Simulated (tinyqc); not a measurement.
# Capacitances against the relative permittivity between the lines

Endless row of lines of width wl, height tl and space sl between grounded planes at distance hd; e2 fills the gaps beside the lines, e1 the rest. Laplace's equation is solved on meshes of 3, 6 and 12 steps per unit u and extrapolated (Aitken), which is good to about 0.2 %. C_even (all lines at 1 V) is the capacitance Cg to the planes; C_odd (neighbours in antiphase) = Cg + 4 Cc if only nearest neighbours couple, which defines Cc; total with quiet neighbours Cg + 2 Cc. Plate values 2 eps0 e1 wl/hd and eps0 e2 tl/sl.

Values chosen for this exercise: relative permittivity above and below the lines e1 = 2.4; line width, in units u wl = 6 u; line height tl = 8 u; space between lines sl = 6 u; distance to each plane hd = 4 u.

Constants: eps0 = 8.8541878128e-12 F/m. Results are converted to the units shown.

The same in every row: plate Cg (aF/um) = 63.8.

Result of one run:
```
Cg (aF/um)  Cc (aF/um)  Cg + 2 Cc (aF/um)  C_odd (aF/um)  plate Cc (aF/um)  share of coupling, 2 Cc/(Cg + 2 Cc) (%)
107               12.7                132            157              11.8                                     19.2
```

Which relative permittivity between the lines e2 gave this result: 1, 1.5, 2, 3.9 or 7?

e2 = 1.

The whole series:
```
e2   Cg (aF/um)  Cc (aF/um)  Cg + 2 Cc (aF/um)  C_odd (aF/um)  plate Cc (aF/um)  share of coupling, 2 Cc/(Cg + 2 Cc) (%)
1           107        12.7                132            157              11.8                                     19.2
1.5         110        18.1                146            182              17.7                                     24.8
2           112        23.7                159            206              23.6                                     29.7
2.5         114        29.3                172            231              29.5                                     34.0
3           115        34.9                185            255              35.4                                     37.8
3.9         117        45.2                207            298              46.0                                     43.6
5           118        57.9                234            350              59.0                                     49.4
7           120        81.2                283            445              82.6                                     57.4
```

As e2 goes from 1 to 7, Cg rises from 107 to 120 aF/um, Cc rises from 12.7 to 81.2 aF/um and the share of coupling rises from 19.2 to 57.4 %. Cg is 1.67 times its plate value in the first row and 1.89 times in the last; for Cc the ratios are 1.08 and 0.983. Neighbours in antiphase raise the load by a factor of 1.19 and 1.57 over quiet ones.

tinyqc, about 0.6 s, one thread, Intel Xeon 2.30GHz (shared host): `OMP_NUM_THREADS=1 python tinyqc.py 2790219 2790220 out.jsonl`
